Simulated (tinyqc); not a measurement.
# From FWHM from the second moment back to temperature T

Model: configuration-coordinate model of a defect: Huang-Rhys factor and luminescence line shape. Computed by tinyqc, a small Python program. Command: `OMP_NUM_THREADS=1 python tinyqc.py 3025114 3025115 out.jsonl ccline inv`. One thread of a shared host (Intel(R) Xeon(R) Processor @ 2.30GHz), about 0.06 s of CPU time with the checks.

Ground state E_g(Q) = (1/2) omega_g^2 Q^2; excited state E_e(Q) = E_0 + (1/2) omega_e^2 (Q - dQ)^2 with E_0 = E_ZPL - (hbar omega_e - hbar omega_g)/2. Q is mass-weighted; the dipole does not depend on Q (Condon approximation).

Inputs (values chosen for the exercise, for a model defect in a wide-gap host):
```
quantity,value,unit
zero-phonon energy E_ZPL,2.11,eV
displacement dQ,0.744,u^(1/2) angstrom
ground-state phonon hbar omega_g,91.6,meV
excited-state phonon hbar omega_e,88.3,meV
```

Modes: different frequencies.

Constants: hbar^2/u = 4.18015928e-03 eV angstrom^2; k_B = 8.617333262e-05 eV/K.

Method:
- S = hbar omega dQ^2/(2 hbar^2/u) for each state; relaxation energy S hbar omega; absorption at E_0 + S_e hbar omega_e, emission at E_0 - S_g hbar omega_g; the Stokes shift is their difference.
- Overlaps <m_e|n_g> of harmonic-oscillator functions (Hermite recursion, positive leading coefficients) by a sum over an even grid (700 points from x = -9 to 9 + d for the small table, 1500 points from -16 to 16 + d for the thermal sums), with x = Q sqrt(omega_g/hbar), d = sqrt(2 S_g) and frequency ratio omega_e/omega_g.
- Initial levels m = 0..24 carry Boltzmann weights exp(-m hbar omega_e/k_B T), normalised; final levels n = 0..79; a line lies at E_ZPL + m hbar omega_e - n hbar omega_g with weight w_m <m|n>^2. Moments are taken over these weights without the E^3 factor; FWHM = 2 sqrt(2 ln 2) x standard deviation; the zero-phonon weight is w_0 <0|0>^2, since the other m -> m lines are offset by m (hbar omega_e - hbar omega_g).

Problem. A run gave the result below. Find the temperature T, known to lie between 200 and 620 K.

FWHM from the second moment = 0.565916 eV

Solution.

Each step takes the trial c = (a f_b - b f_a)/(f_b - f_a), f being the result less the target and a, b, c the logarithms of the listed values; c replaces end b, the old b replaces a if the sign of f changed, and otherwise f_a is halved.

Scan of the range:
```
temperature T (K),FWHM from the second moment (eV)
200,0.544302
242,0.548969
292,0.557511
352,0.571365
425,0.592011
513,0.620230
620,0.656878
```

False position (Illinois rule, in the logarithm of the input) inside the bracket:
```
step,end a,end b,trial,FWHM from the second moment (eV)
1,292.000,352.000,327.056,0.565192
2,352.000,327.056,329.888,0.565865
3,352.000,329.888,330.279,0.565959
4,329.888,330.279,330.100,0.565916
5,330.279,330.100,330.100,0.565916
```

FWHM from the second moment rises at every point of a 13-point scan of the range (every second point is shown), so one value fits; it is bracketed by 292 and 352. Answer: temperature T = 330.1 K.
